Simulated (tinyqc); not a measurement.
# Capacitances against the distance to each plane

Endless row of lines of width wl, height tl and space sl between grounded planes at distance hd; e2 fills the gaps beside the lines, e1 the rest. Laplace's equation is solved on meshes of 3, 6 and 12 steps per unit u and extrapolated (Aitken), which is good to about 0.2 %. C_even (all lines at 1 V) is the capacitance Cg to the planes; C_odd (neighbours in antiphase) = Cg + 4 Cc if only nearest neighbours couple, which defines Cc; total with quiet neighbours Cg + 2 Cc. Plate values 2 eps0 e1 wl/hd and eps0 e2 tl/sl.

Values chosen for this exercise: relative permittivity above and below the lines e1 = 2.7; relative permittivity between the lines e2 = 3.9; line width, in units u wl = 4 u; line height tl = 6 u; space between lines sl = 4 u.

Constants: eps0 = 8.8541878128e-12 F/m. Results are converted to the units shown.

The same in every row: plate Cc (aF/um) = 51.8.

Capacitances against the distance to each plane:

| hd (u) | Cg (aF/um) | Cc (aF/um) | Cg + 2 Cc (aF/um) | C_odd (aF/um) | plate Cg (aF/um) | share of coupling, 2 Cc/(Cg + 2 Cc) (%) |
|---|---|---|---|---|---|---|
| 2 | 169 | 47.1 | 263 | 358 | 95.6 | 35.7 |
| 3 | 117 | 52.7 | 223 | 328 | 63.8 | 47.3 |
| 4 | 89.7 | 56.8 | 203 | 317 | 47.8 | 55.9 |
| 5 | 72.7 | 59.8 | 192 | 312 | 38.3 | 62.2 |
| 6 | 61.1 | 62.2 | 185 | 310 | 31.9 | 67.1 |
| 8 | 46.3 | 65.6 | 177 | 309 | 23.9 | 73.9 |
| 10 | 37.3 | 67.8 | 173 | 308 | 19.1 | 78.4 |

As hd goes from 2 to 10, Cg falls from 169 to 37.3 aF/um, Cc rises from 47.1 to 67.8 aF/um and the share of coupling rises from 35.7 to 78.4 %. Cg is 1.77 times its plate value in the first row and 1.95 times in the last; for Cc the ratios are 0.909 and 1.31. Neighbours in antiphase raise the load by a factor of 1.36 and 1.78 over quiet ones. For hd = 8, 10 the planes are farther than 0.8 of the pitch, so second neighbours couple too and Cg + 2 Cc understates the quiet load by a per cent or more.

Numbers from tinyqc (`OMP_NUM_THREADS=1 python tinyqc.py 2790163 2790164 out.jsonl`; about 0.5 s on one thread of a shared Intel Xeon 2.30GHz).
